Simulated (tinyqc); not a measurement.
Heat flow across a film from the phonon Boltzmann equation in the relaxation-time approximation. Changing the film thickness L. Computed by tinyqc, a small Python program. Command: `OMP_NUM_THREADS=1 python tinyqc.py 3025523 3025524 out.jsonl slabbte sweep`. One thread of a shared host (Intel(R) Xeon(R) Processor @ 2.30GHz), about 0.03 s of CPU time with the checks.

Two black walls, hot at x = 0 and cold at x = L, emit phonons isotropically. For one free path Lambda, with tau = x/Lambda, tau_L = L/Lambda and phi = (T - T_cold)/Delta T, energy balance gives phi(tau) = (1/2) [E2(tau) + int_0^tau_L phi(s) E1(|tau - s|) ds]; E_n are the exponential integrals. The flux over the ballistic flux C v Delta T/4 is psi = 1 - 2 int_0^tau_L phi(s) E2(s) ds, and kappa_eff/kappa = (3/4) tau_L psi. kappa = C v Lambda/3 is an input, so at fixed kappa a longer free path means a smaller C v.

Inputs (values chosen for the exercise, modelled on silicon): bulk conductivity kappa = 145 W/(m K); wall temperature difference Delta T = 14 K; free path Lambda_1 = 120 nm; cells n in the small system = 6.

Free-path groups: one.

Method:
- Cut the film into n equal cells with constant phi, collocated at the centres c_i: the kernel integrates to A_ij = |E2(|c_i - e_j|) - E2(|c_i - e_(j+1)|)|/2 for cell edges e_j, and A_ii = 1 - E2(half a cell); solve (1 - A) phi = E2(c)/2; psi = 1 - 2 sum_j phi_j [E3(e_j) - E3(e_(j+1))].
- Use 150 and 300 cells and extrapolate psi = (4 psi(300) - psi(150))/3. The jump at the hot wall is 1 - phi there (linear extrapolation from the first two of 300 cells). Two-flux (diffusion with slip) formula: psi = 1/(1 + 3 tau_L/4).
- Each group is solved on its own with 150 and 300 cells, psi = (4 psi(300) - psi(150))/3, and weighted by its share of kappa.
- Flux J = kappa_eff Delta T/L; apparent boundary resistance per wall (L/kappa_eff - L/kappa)/2.

One run for each value; columns: (1) film thickness L (nm); (2) kappa_eff (W/(m K)); (3) flux J (GW/m^2); (4) jump at the wall / Delta T for Lambda_1; (5) apparent resistance per wall (m^2 K/GW):
```
(1)      (2)     (3)      (4)      (5)
2.4     2.13  12.446  0.47818  0.55416
5       4.36  12.203  0.46192  0.55638
10      8.41  11.777  0.43740  0.55991
22     17.13  10.904  0.39454  0.56613
46     31.41   9.558  0.33738  0.57374
95     52.27   7.703  0.26678  0.58120
200    78.38   5.486  0.18824  0.58622
410   102.42   3.497  0.11993  0.58778
860   121.01   1.970  0.06786  0.58789
1800  132.46   1.030  0.03584  0.58737
```

Over the rows, kappa_eff (W/(m K)) rises from 2.13 to 132 (exponent d ln y / d ln x 0.97 between the first rows and 0.12 between the last); flux J (GW/m^2) falls from 12.4 to 1.03 (exponent d ln y / d ln x -0.027 between the first rows and -0.88 between the last); jump at the wall / Delta T for Lambda_1 falls from 0.478 to 0.0358 (exponent d ln y / d ln x -0.047 between the first rows and -0.86 between the last). At the low end the exponent of kappa_eff is 0.97, close to 1: the ballistic limit. At the low end the exponent of flux J is -0.03, close to 0: the ballistic flux does not depend on L. In thin films phonons cross without scattering: the flux is bounded by what the walls emit, and Delta T drops in two jumps of one half each. In thick films the jumps shrink as Lambda/L and the apparent wall resistance tends to a constant.

Caution (rows 2.40, 5.00): below about 10 nm the film nears the phonon wavelength, and a particle picture fails.

Extremes, crossings and ranges named in words are read from the listed rows.
